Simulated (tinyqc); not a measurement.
From results back to parameters: interband optics of a two-band s-p chain from momentum matrix elements. Three cases, with inputs chosen for the exercise.

Problem. At k = 0 the chain has the gap D0 = Es - Ep_ - 2 (ts + tp), w0 = 4 a^2 V^2, and masses 2c/mc = 2 ts a^2 + 2 w0/D0, 2c/mv = 2 tp a^2 + 2 w0/D0 (c = hbar^2/2m0, mv positive for holes). The oscillator strength there is f0 = w0/(c D0). V, ts and tp are hidden.

Constants: hbar^2/2m0 = 3.80998211 eV angstrom^2.

Find: V; ts; tp.

Method. w0 = f0 c D0 gives V; 1/mc - f0 = ts a^2/c and 1/mv - f0 = tp a^2/c.

Case 1.

Values chosen: a = 2.86 angstrom (period).
D0 = 4.2400 eV
f0 = 2.31884

mc, mv (m0): 0.282281  0.328000

Solution.

V = 1.07 eV
ts = 0.57 eV
tp = 0.34 eV

Case 2.

Values chosen: a = 2.21 angstrom (period).
D0 = 5.2500 eV
f0 = 2.31635

mc, mv (m0): 0.348727  0.375592

Solution.

V = 1.54 eV
ts = 0.43 eV
tp = 0.27 eV

Case 3.

Values chosen: a = 3.32 angstrom (period).
D0 = 3.2200 eV
f0 = 2.41649

mc, mv (m0): 0.240830  0.247734

Solution.

V = 0.82 eV
ts = 0.60 eV
tp = 0.56 eV

Computed by tinyqc, one run a case: `OMP_NUM_THREADS=1 python tinyqc.py N N+1 out.jsonl` with N = 1680733, 1680824, 1680877; one thread of a shared Intel(R) Xeon(R) Processor @ 2.30GHz, about 0.01 s a run at most.
